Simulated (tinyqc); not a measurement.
Localisation length against disorder: localisation in a chain with random site energies (transfer matrices).

Hopping -t; leads with site energy 0, E = -2t cos(ka). psi_(j+1) = ((e_j - E)/t) psi_j - psi_(j-1), a product of matrices M_j = [[(e_j - E)/t, -1], [1, 0]]. For M = M_N ... M_1 the transmission is T = 4 sin^2(ka)/|M21 - M12 + M22 exp(ika) - M11 exp(-ika)|^2. Long samples draw e_j = W (x_j/2147483647 - 1/2) from x_j = 16807 x_(j-1) mod 2147483647, starting at x0. The localisation length xi, in sites, is defined by ln T = -2N/xi on average; weak disorder gives xi = 24 (4t^2 - E^2)/W^2, and the mean free path for backscattering is xi/2.

Numerical xi = N/ln sqrt(psi_(N+1)^2 + psi_N^2) for N = 20000 sites from psi_1 = 1, psi_0 = 0; its statistical error is about xi sqrt(xi/N).

Values chosen for the exercise:
- t = 0.96 eV (hopping)
- E = -0.37 eV (energy)
- x0 = 1263 (start of the number sequence)

The same number sequence scaled by W.

xi (sites):
```
W/t   W (eV)  numerical  error  weak disorder  strong: 1/(ln(W/2t) - 1)
1.0    0.960     91.918  6.231         92.435                         -
1.5    1.440     43.136  2.003         41.082                         -
2.0    1.920     25.395  0.905         23.109                         -
3.0    2.880     11.067  0.260         10.271                         -
4.0    3.840      6.005  0.104          5.777                         -
6.0    5.760      2.893  0.035          2.568                         -
10.0   9.600      1.413  0.012          0.924                     1.641
16.0  15.360      0.889  0.006          0.361                     0.926
```

What can be read from this table?

At W = t the numerical value is 91.9 +/- 6.2 against 92.4, and at 2t 25.39 +/- 0.90 against 23.11. The weak-disorder formula is within 15 % for W/t = 1, 1.5, 2, 3, 4 and 6; at W = 16t it gives 0.36 and the strong-disorder form 0.93, against 0.89. All states of the chain are localised; disorder only sets the length.

(tinyqc, `OMP_NUM_THREADS=1 python tinyqc.py 1450389 1450390 out.jsonl`, Intel(R) Xeon(R) Processor @ 2.30GHz, 1 thread, shared host, about 0.06 s.)
